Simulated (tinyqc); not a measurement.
What moves the results: sp3s* tight binding with spin-orbit coupling. A value that a table varies takes the place of the one given here.

sp3s* tight binding, nearest neighbours only: anion (a) at 0, cation (c) at a/4 (1,1,1), orbitals s, px, py, pz, s* on each; k in units of 2 pi/a. With phases e_j = exp(i (pi/2) k.n_j) for n = (1,1,1), (1,-1,-1), (-1,1,-1), (-1,-1,1): g0 = (e1+e2+e3+e4)/4, g1 = (e1+e2-e3-e4)/4, g2 = (e1-e2+e3-e4)/4, g3 = (e1-e2-e3+e4)/4. The diagonal holds the levels Esa, Epa, Exa (s*) and Esc, Epc, Exc. Anion-cation block: <sa|sc> = Vss g0; <sa|xc> = Vsapc g1; <xa|sc> = -Vscpa g1; <xa|xc> = Vxx g0; <xa|yc> = <ya|xc> = Vxy g3, <xa|zc> = <za|xc> = Vxy g2, <ya|zc> = <za|yc> = Vxy g1; <s*a|xc> = Vxapc g1; <xa|s*c> = -Vpaxc g1; y and z take g2 and g3 in place of g1; s-s* and s*-s* vanish.

Spin-orbit coupling acts within the p shell of each atom as (D/3) L.sigma, D = Da or Dc: it puts four states at Ep + D/3 and two at Ep - 2D/3.

Inputs chosen for the exercise (near a published set for SiC, fitted to gaps, whose masses and valley positions are rough; spin-orbit coupling, where it is added without a refit, lifts the valence top and shrinks all gaps by about a third of the splitting; the results hold for these values, not for the real material): Esa = -8.336 eV (s level of the anion); Epa = 2.149 eV (p level of the anion); Esc = -4.905 eV (s level of the cation); Epc = 4.391 eV (p level of the cation); Exa = 9.61 eV (s* level of the anion); Exc = 9.441 eV (s* level of the cation); Vss = -12.487 eV (s-s); Vxx = 2.998 eV (px-px); Vxy = 5.989 eV (px-py); Vsapc = 9.389 eV (s anion, p cation); Vscpa = 9.119 eV (s cation, p anion); Vxapc = 8.718 eV (s* anion, p cation); Vpaxc = 4.39 eV (p anion, s* cation); Da = 0.006 eV (atomic spin-orbit splitting, anion); Dc = 0.044 eV (the same, cation); eta = 2.5 (scaling exponent); D001 = 0.74 (ratio -ezz/exx).

## What the s* orbital does

The s* couplings Vxapc and Vpaxc are scaled by f; f = 0 is the plain sp3 model. Gaps from the top of the valence band at Gamma; the Delta value is the minimum on (x,0,0), 0.5 <= x <= 1.

Gaps (eV):

| f | Gamma | Delta | L | x of the minimum |
|---|---|---|---|---|
| 0.00 | 5.9084 | 7.1069 | 7.1795 | 0.500 |
| 0.25 | 5.9084 | 6.7231 | 6.8373 | 0.500 |
| 0.50 | 5.9084 | 5.6484 | 5.9668 | 0.753 |
| 0.75 | 5.9084 | 3.8961 | 4.7743 | 1.000 |
| 0.90 | 5.9084 | 2.8773 | 4.0000 | 1.000 |
| 1.00 | 5.9084 | 2.2190 | 3.4801 | 1.000 |
| 1.10 | 5.9084 | 1.5792 | 2.9636 | 1.000 |

The gap at Gamma stays, since g1 to g3 vanish there. From f = 0 to 1 the s* levels lower the Delta value by 4.888 eV and L by 3.699 eV. For f = 0 and 0.25 the least value lies at x = 0.5, the end of the range: any valley further out lies above that value until s* has lowered it enough. The lowest of the three is Gamma at f = 0 and the Delta line at f = 1.

## Hydrostatic strain (sp3s* tight binding with spin-orbit coupling, strained)

Strain e moves each bond vector to d = (1 + e) d0 (no internal displacement for the diagonal strains used here) and k is given in fractions of the strained reciprocal cell, so the phases stay. Two-centre values Vss_sigma = Vss/4, Vsp_sigma = sqrt3 V/4 for each s-p and s*-p pair, Vpp_sigma = (Vxx + 2 Vxy)/4, Vpp_pi = (Vxx - Vxy)/4 are scaled by (d0/d)^eta and combined with the new direction cosines; the levels on the diagonal stay.

exx = eyy = ezz = e. Gaps as measured from the top of the valence band; the deformation potentials are (gap(0.01) - gap(-0.01))/0.06.

Gaps (eV):

| e | Gamma | Delta | L | x of the minimum |
|---|---|---|---|---|
| -0.03 | 6.8208 | 2.3449 | 3.7177 | 1.000 |
| -0.02 | 6.6662 | 2.2998 | 3.6389 | 1.000 |
| -0.01 | 6.2948 | 2.2579 | 3.5597 | 1.000 |
| 0.00 | 5.9084 | 2.2190 | 3.4801 | 1.000 |
| 0.01 | 5.5357 | 2.1830 | 3.4000 | 1.000 |
| 0.02 | 5.1760 | 2.1498 | 3.3193 | 1.000 |
| 0.03 | 4.8289 | 2.1191 | 3.2379 | 1.000 |

gap deformation potentials (eV): Gamma -12.651, Delta -1.247, L -2.661

Per unit of volume strain the gaps move by -12.65 (Gamma), -1.25 (Delta) and -2.66 eV (L). The lowest valley stays the Delta line over the range. These potentials follow from the one exponent eta, which fitted models replace by one for each integral; with it the sizes are rough, the sign for Delta can be wrong (in Si, Ge and the III-V crystals measured values are small and positive), and the pressures at which valleys cross, and which valley takes over, are rough too. A gap of zero, where one is listed, marks an s level that has sunk below the valence top.

## Biaxial strain splits the top of the valence band (sp3s* tight binding, strained)

No spin-orbit coupling; k = 0; exx = eyy = e, ezz = -D001 e. The four bonds keep equal lengths, and the sums over them give Vxx(e) for px and py and Vzz(e) for pz; each level is the lower root of [[Epa, V], [V, Epc]], and the s level the upper root of the s block. The shear potential b follows from E(x,y) - E(z) = 3 b (exx - ezz), taken as the slope between e = -0.005 and 0.005.

Couplings and levels at Gamma (eV):

| e | ezz | Vxx(e) | Vzz(e) | E(x,y) | E(z) | E(x,y) - E(z) (meV) | upper s level |
|---|---|---|---|---|---|---|---|
| -0.020 | 0.0148 | 2.9170 | 3.3486 | 0.1450 | -0.2612 | 406.2 | 6.2432 |
| -0.010 | 0.0074 | 2.9588 | 3.1709 | 0.1060 | -0.0932 | 199.2 | 6.1136 |
| -0.005 | 0.0037 | 2.9787 | 3.0838 | 0.0874 | -0.0112 | 98.6 | 6.0487 |
| 0.005 | -0.0037 | 3.0167 | 2.9134 | 0.0518 | 0.1484 | -96.6 | 5.9188 |
| 0.010 | -0.0074 | 3.0348 | 2.8300 | 0.0348 | 0.2261 | -191.2 | 5.8538 |
| 0.020 | -0.0148 | 3.0691 | 2.6668 | 0.0026 | 0.3771 | -374.5 | 5.7238 |

b = -3.740 eV

Under tension in the plane (e > 0) the bonds tilt towards the plane, Vxx grows to 3.0348 and Vzz falls to 2.8300 eV at e = 0.01, and the pz state forms the top of the valence band, by 191.2 meV; under compression (e = -0.01) the px, py pair does, by 199.2 meV. The slope gives b = -3.74 eV, a rough value, since on-site strain terms are left out (measured values lie near -2 eV).

## What each parameter does

Gaps from the top of the valence band at Gamma; Delta is the minimum on (x,0,0), 0.5 <= x <= 1. Each row changes one parameter from the base and keeps the others.

Results:

| case | Ev (eV) | gap Gamma (eV) | gap Delta (eV) | gap L (eV) |
|---|---|---|---|---|
| base | 0.0754 | 5.9084 | 2.2190 | 3.4801 |
| Vscpa = 9.419 eV | 0.0754 | 5.9084 | 2.2190 | 3.4647 |
| Vpaxc = 4.19 eV | 0.0754 | 5.9084 | 2.2190 | 3.4836 |
| Epa = 1.949 eV | -0.0612 | 6.0450 | 2.3555 | 3.6133 |
| Exa = 9.41 eV | 0.0754 | 5.9084 | 2.1297 | 3.3950 |
| Exc = 9.741 eV | 0.0754 | 5.9084 | 2.2190 | 3.4821 |
| Esa = -8.136 eV | 0.0754 | 5.9952 | 2.2681 | 3.5261 |

The largest shifts from the base row, up to three for each result and ties (the steps differ in size, so this ranks the rows, not the parameters). Ev (eV): Epa -0.1365; unchanged at the printed digits by Vscpa, Vpaxc, Exa, Exc and Esa. gap Gamma (eV): Epa +0.1365, Esa +0.0868; unchanged at the printed digits by Vscpa, Vpaxc, Exa and Exc. gap Delta (eV): Epa +0.1365, Exa -0.0893, Esa +0.0491; unchanged at the printed digits by Vscpa, Vpaxc and Exc. gap L (eV): Epa +0.1332, Exa -0.0851, Esa +0.0460. Vscpa, Vpaxc, Exa and Exc cannot move Ev or the gap at Gamma, whose blocks do not hold them; s parameters never move Ev, and move the gap only where the lowest empty level at Gamma is s-like.

Run: tinyqc, `OMP_NUM_THREADS=1 python tinyqc.py 1480368 1480369 out.jsonl`; Intel(R) Xeon(R) Processor @ 2.30GHz, one thread, shared host; about 0.1 s of CPU time with all checks.
